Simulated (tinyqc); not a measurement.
Comparisons within one model: trap in a gate oxide as a short-range spherical well. A value that a table varies takes the place of the one given here.

A spherical well of radius R and depth V0 below the conduction edge, one mass m, c = hbar^2/2m0. The s level at binding Et solves k cot(k R) = -kappa with k = sqrt(m (V0 - Et)/c), kappa = sqrt(m Et/c); it exists for V0 > Vc = c (pi/2R)^2/m. Outside, psi falls as exp(-kappa r)/r.

Lucovsky model (delta well, plane-wave final states, no local-field factor): sigma = (32 pi alpha c/(3 n_r m Et)) (x - 1)^(3/2)/x^3, x = h nu/Et, c = hbar^2/2m0; 1 angstrom^2 = 1e-16 cm^2.

Energies from the conduction edge of the channel. The trap level at depth x is E_T = dEc - Et - e Fox x (1 MV/cm = 0.01 eV/angstrom). An electron at the channel edge tunnels with the WKB exponent S = (4/3) sqrt(m/c) [dEc^(3/2) - (dEc - e Fox x)^(3/2)]/(e Fox), c = hbar^2/2m0; tau = t0 exp(S); the occupation is f = 1/(1 + exp((E_T - EF)/kB T)), tau_c = tau/f and tau_e = tau/(1 - f). Lattice relaxation is left out; a level below the channel edge needs phonons as well, so tau is then a lower bound, while a level above it can also empty elastically at its own energy, through a thinner barrier, faster than this tau.

Constants: hbar^2/2m0 = 3.80998211 eV angstrom^2; fine-structure constant alpha = 0.007297352564; kB = 8.617333262e-05 eV/K.

Values chosen for the exercise (near those of HfO2 on Si; the results hold for these values, not for the real material):
```
symbol  value                                            unit       meaning
R       4.3                                              angstrom   radius of the well
m       0.19                                             m0         mass
fV      (1.05, 1.1, 1.29, 1.63, 2.47, 3, 6.22)                      V0/Vc
n_r     1.87                                                        refractive index
xs      (1.06, 1.22, 1.5, 1.73, 2.22, 3.27, 3.97, 6.58)             photon energies h nu/Et
dEc     1.51                                             eV         conduction offset to the channel
Fox     2                                                MV/cm      oxide field, lowering levels away from the channel
t0      1.3                                              x 1e-11 s  time constant at the interface
T       300                                              K          temperature
EF      -0.06                                            eV         Fermi level above the channel edge
ds      (3, 6, 9, 12, 15, 18)                            angstrom   depths
V0      6.17                                             eV         depth of the well
x       10                                               angstrom   depth of the trap
```

## From threshold to a deep level

Et against the depth at fixed R; near threshold Et = (pi^2/16)(V0 - Vc)^2/Vc.

Results:
```
V0/Vc  V0 (eV)   Et (eV)  threshold form (eV)  1/kappa (angstrom)  share outside
1.05     2.810  0.003981             0.004127                71.0          0.942
1.10     2.944   0.01538              0.01651                36.1          0.889
1.29     3.452    0.1148               0.1388                13.2          0.729
1.63     4.362    0.4523               0.6551                 6.7          0.545
2.47     6.610     1.764                3.567                 3.4          0.322
3.00     8.028     2.779                6.603                 2.7          0.251
6.22    16.644     10.07                44.98                 1.4          0.098
```

The threshold form holds to 10 % up to V0/Vc = 1.10 of those listed. There the state is mostly outside the well (94 % in the first row) and knows only Et, which is why a delta-well model works; more than half is inside from V0/Vc = 2.47 on. A second s level would need V0/Vc > 9. From V0/Vc = 6.22 on Et exceeds the gap of the host, about 5.8 eV, so those rows only show the model.

## Neutral against charged centre

Et = 1.47256 eV

Lucovsky cross-section, its shape relative to the peak, and the shape of a hydrogen-like centre relative to threshold: x^-4 exp(4 - 4 atan(e)/e)/(1 - exp(-2 pi/e)), e = sqrt(x - 1).

Results:
```
x     h nu (eV)  sigma (1e-18 cm^2)  relative to peak  hydrogen-like
1.06      1.561                2.20             0.099          0.856
1.22      1.797                10.1             0.455          0.585
1.50      2.209                18.7             0.838          0.332
1.73      2.548                21.5             0.964          0.223
2.22      3.269                21.9             0.985          0.110
3.27      4.815                17.4             0.783          0.036
3.97      5.846                14.6             0.654          0.020
6.58      9.689                8.24             0.370          0.004
```

The short-range centre starts from zero, reaches half its peak at x = 1.24 and peaks at x = 2; in the last row it still has 37 % of the peak. The Coulomb centre is largest at threshold and is down to 0.4 % there. Reading the peak as the threshold would misplace the level by a factor 2, here 1.47 eV. Rows above the gap, about 5.8 eV, are hidden by band-to-band absorption.

## Depth of the trap

Each depth has its own level and time; the corner frequency is 1/(2 pi tau).

Results:
```
x (angstrom)  E_T (eV)     S  tau (s)  corner (Hz)      f
3               -0.023  1.63  6.6e-11      2.4e+09  0.190
6               -0.083  3.23  3.3e-10      4.9e+08  0.705
9               -0.143  4.79  1.6e-09      1.0e+08  0.961
12              -0.203  6.32  7.2e-09      2.2e+07  0.996
15              -0.263  7.81  3.2e-08      5.0e+06  1.000
18              -0.323  9.26  1.4e-07      1.2e+06  1.000
```

tau spans 3.3 decades, one decade for each 4.33 angstrom at the start and 4.75 at the end, where the field has thinned the barrier. Traps spread evenly in depth are thus spread nearly evenly in ln tau; if levels near EF exist at every depth, this sums to 1/f noise and to charging that grows as ln t. With the single Et of this table only depths where f is neither 0 nor 1 contribute. The level crosses EF between 3 and 6 angstrom.

## What each parameter does

Et from the well, then the level and the time. Each row changes one parameter from the base and keeps the others.

Results:
```
case             Et (eV)  E_T (eV)  log10 tau (s)  ln(tau_c/tau_e)
base               1.473    -0.163          -8.58             -4.0
x = 12 angstrom    1.473    -0.203          -8.14             -5.5
Fox = 3 MV/cm      1.473    -0.263          -8.63             -7.8
dEc = 1.39 eV      1.473    -0.283          -8.68             -8.6
m = 0.209 m0       1.714    -0.404          -8.47            -13.3
V0 = 6.48 eV       1.677    -0.367          -8.58            -11.9
T = 350 K          1.473    -0.163          -8.58             -3.4
EF = -0.01 eV      1.473    -0.163          -8.58             -5.9
```

The largest shifts from the base row, up to three for each result and ties (the steps differ in size, so this ranks the rows, not the parameters). Et (eV): m +0.241, V0 +0.204; unchanged at the printed digits by x, Fox, dEc, T and EF. E_T (eV): m -0.241, V0 -0.204, dEc -0.120; unchanged at the printed digits by T and EF. log10 tau (s): x +0.44, m +0.11, dEc -0.10; unchanged at the printed digits by V0, T and EF. ln(tau_c/tau_e): m -9.3, V0 -7.9, dEc -4.6.

Computed by tinyqc, a small Python program: `OMP_NUM_THREADS=1 python tinyqc.py 1282249 1282250 out.jsonl` (the numbers bound the seed that draws the inputs); one thread of a shared host (Intel(R) Xeon(R) Processor @ 2.30GHz), about 0.01 s for the whole set of steps.
